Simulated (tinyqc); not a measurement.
Worked calculation: heavy doping: gap narrowing, degeneracy and the minority density. Values are carried at full precision from step to step, so a last printed digit may differ when a step is redone from the rounded ones.

Empirical narrowing (Slotboom form, constants chosen for the exercise; published fits of this form give the apparent narrowing, here it is taken as the true one): dEg = E0 [ln(N/N0) + sqrt(ln(N/N0)^2 + C)].

Constants: kB = 8.617333262e-05 eV/K; e^2/(4 pi eps0) = 14.39964547 eV angstrom.

Values chosen for the exercise (gap and densities of states near those of Si at this temperature; narrowing constants near the fits for Si; shifted at random, so the results belong to these values and not to a real crystal):

| symbol | value | unit | meaning |
|---|---|---|---|
| N | 2.1e+19 | 1/cm^3 | ionised donors, equal to the majority density |
| E0 | 6.93 | meV | narrowing scale |
| N0 | 1.3e+17 | 1/cm^3 | onset density |
| C | 0.5 |  | smoothing constant |
| Nc | 4.71e+19 | 1/cm^3 | conduction-band density of states |
| Eg | 1.096 | eV | gap |
| Nv | 2.22e+19 | 1/cm^3 | valence-band density of states |
| T | 450 | K |  |
| eps | 12.1 |  | dielectric constant |
| Mv | 6 |  | majority valleys |

## Gap narrowing

Evaluate at N.

ln(N/N0) = 5.0847
dEg (empirical fit) = 70.81 meV

Well above N0 each decade of doping adds 2 E0 ln 10 = 31.9 meV.

## Degeneracy of the majority band

F_j(eta) = (1/Gamma(j + 1)) integral_0^infinity x^j dx/(1 + exp(x - eta)), which tends to exp(eta) for eta << 0.

Majority: N = Nc F_1/2(eta), eta the distance of EF beyond the majority band edge in kT. Degeneracy factor gam = F_1/2(eta)/exp(eta). ni0^2 = Nc Nv exp(-Eg/kT); product n p = ni0^2 gam exp(dEg/kT), dEg the true narrowing; apparent narrowing dEa = dEg + kT ln gam; minority density = n p/N.

Solve for eta and form gam.

N/Nc = 0.4459
eta = -0.6511
gam = 0.8550

## Product and minority density

Combine both effects.

ni0 = 2.36e+13 1/cm^3
exp(dEg/kT) = 6.21
dEa = 64.7 meV
sqrt(n p) = 5.43e+13 1/cm^3
minority density = 1.40e+08 1/cm^3

Narrowing multiplies the product by 6.21 and degeneracy by 0.855; together they change the minority density by a factor 5.31 against ni0^2/N.

## Two estimates of the size

Two physical estimates, e2 = e^2/(4 pi eps0), N in 1/angstrom^3: exchange shift at the Fermi level, Ex = (e2/eps) kF/pi with kF = (3 pi^2 N/Mv)^(1/3); screened-pair energy (Lanyon-Tuft), Es = (3/4)(e2/eps) qs with qs^2 = (4 pi e2 N/(eps kT)) F_-1/2(eta)/F_1/2(eta).

Evaluate both at N.

kF = 0.04697 1/angstrom
Ex = 17.79 meV
Es = 74.72 meV

Against the fitted dEg = 70.8 meV, Ex is 0.25 and Es 1.06 times as large; each keeps one mechanism only, and Ex assumes a strongly degenerate gas, while here eta is only -0.65.

## Checks

- Minority density against the Boltzmann occupation of the other band at the narrowed gap (1/cm^3): both 1.405e+08.

tinyqc: `OMP_NUM_THREADS=1 python tinyqc.py 1681736 1681737 out.jsonl`; about 0.02 s, one thread, shared Intel(R) Xeon(R) Processor @ 2.30GHz.
